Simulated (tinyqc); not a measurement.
## Reverse leakage of an n+-p junction: diffusion, generation, trap-assisted and band-to-band tunnelling: leakage components against the temperature

One-sided abrupt junction in the depletion approximation, x from the junction (0) to W on the p side, field F = F0 (1 - x/W). Flat quasi-Fermi levels, long p side. Traps generate through SRH with both lifetimes shortened by 1 + Gamma (Hurkx enhancement, form for moderate fields); band-to-band generation is local and needs a total bending above Eg.

Nc and Nv are given at 250 K and scale as (T/250 K)^1.5; all else is held fixed. ni = sqrt(Nc Nv) exp(-Eg/(2 Vt)), Eg in volts; Vbi = Vt ln(Na Nd/ni^2); W = sqrt(2 eps0 eps_r (Vbi + VR)/(q Na)); F0 = 2 (Vbi + VR)/W; FG = sqrt(24 mt m0 (kB T)^3)/(q hbar); J_diff = q ni^2 sqrt(Dn/tau)(1 - exp(-VR/Vt))/Na. u = (Vbi + VR)(1 - x/W)^2, p = Na exp(-u/Vt), n = Nd exp((u - Vbi - VR)/Vt); G0 = ni^2 (1 - exp(-VR/Vt))/(tau (n + p + 2 ni cosh(Et/Vt))); Gamma = 2 sqrt(3 pi)(F/FG) exp((F/FG)^2); trap-assisted part G0 Gamma; G_bb = Ab F^2.5 exp(-Bb/F) with F in V/cm, zero unless Vbi + VR > Eg, and counted as zero under 1 cm^-3 s^-1. Currents are q times the integrals over 0 to W; J_bb under 1e-8 of J is printed as 0; rows with F0/FG above 2.2, beyond the range of this Gamma, are left out.

Parameters, values chosen for the exercise; band and dielectric values close to those of silicon:

| symbol | value | unit | meaning |
|---|---|---|---|
| Eg | 1.12 | eV | band gap |
| eps_r | 11.8 |  | relative permittivity |
| Nc | 2.13e19 | cm^-3 | conduction-band density of states at the reference temperature |
| Nv | 2.03e19 | cm^-3 | valence-band density of states at the reference temperature |
| Na | 2.4e16 | cm^-3 | acceptor density of the lighter side |
| Nd | 1e19 | cm^-3 | donor density of the heavier side |
| tau | 2e-7 | s | SRH lifetime of both carriers at zero field |
| Et | 0 | eV | trap level above the intrinsic level |
| mt | 0.27 | m0 | tunnelling mass |
| Dn | 4 | cm^2/s | electron diffusion coefficient on the lighter side |
| Ab | 7.3e14 | cm^-0.5 V^-2.5 s^-1 | band-to-band prefactor |
| Bb | 1.93e7 | V/cm | band-to-band field constant |
| VR | 1.3 | V | reverse bias |

Constants: q = 1.602176634e-19 C, kB = 1.380649e-23 J/K, hbar = 1.054571817e-34 J s, m0 = 9.1093837015e-31 kg, Vt = kB T/q, eps0 = 8.8541878128e-14 F/cm where lengths are in cm. Results are converted to the units shown.

The same in every row: J_bb (A/cm^2) = 0.

Result of one run:
```
F0 (kV/cm)	F0/FG	J_diff (A/cm^2)	J_SRH (A/cm^2)	J_TAT (A/cm^2)	J (A/cm^2)	largest part
126	0.239	2.32e-8	6.06e-6	5.70e-6	1.18e-5	SRH generation
```

Which temperature T gave this result: 250, 310, 340, 370 or 400 K?

T = 370 K.

The whole series:
```
T (K)	F0 (kV/cm)	F0/FG	J_diff (A/cm^2)	J_SRH (A/cm^2)	J_TAT (A/cm^2)	J (A/cm^2)	largest part
220	130	0.539	1.94e-19	1.60e-11	3.97e-11	5.57e-11	trap-assisted tunnelling
250	129	0.442	3.41e-16	6.82e-10	1.32e-9	2.00e-9	trap-assisted tunnelling
280	128	0.371	1.26e-13	1.33e-8	2.08e-8	3.41e-8	trap-assisted tunnelling
310	127	0.316	1.52e-11	1.49e-7	1.93e-7	3.43e-7	trap-assisted tunnelling
340	126	0.273	8.13e-10	1.11e-6	1.22e-6	2.33e-6	trap-assisted tunnelling
370	126	0.239	2.32e-8	6.06e-6	5.70e-6	1.18e-5	SRH generation
400	125	0.211	4.09e-7	2.60e-5	2.12e-5	4.76e-5	SRH generation
430	124	0.188	4.90e-6	9.19e-5	6.58e-5	1.63e-4	SRH generation
```

J rises from 5.57e-11 to 1.63e-4 A/cm^2. Trap-assisted tunnelling leads at T = 220, SRH generation from 370 on. Activation energies over the table: 1.20 eV for diffusion (Eg = 1.12 eV, raised by the T^3 of ni^2), 0.604 eV for SRH generation (Eg/2 + |Et| = 0.560 eV), 0.556 eV for the trap-assisted part, lower since Gamma grows on cooling; the total shows 0.566 eV at the cold end and 0.607 eV at the hot end.

Range of the model: The n+ side is degenerate, so Vbi from Boltzmann statistics is only a guide.

Computed by the program tinyqc: `OMP_NUM_THREADS=1 python tinyqc.py 2290154 2290155 out.jsonl`, one thread of a shared Intel Xeon 2.30GHz, about 0.01 s for the whole run.
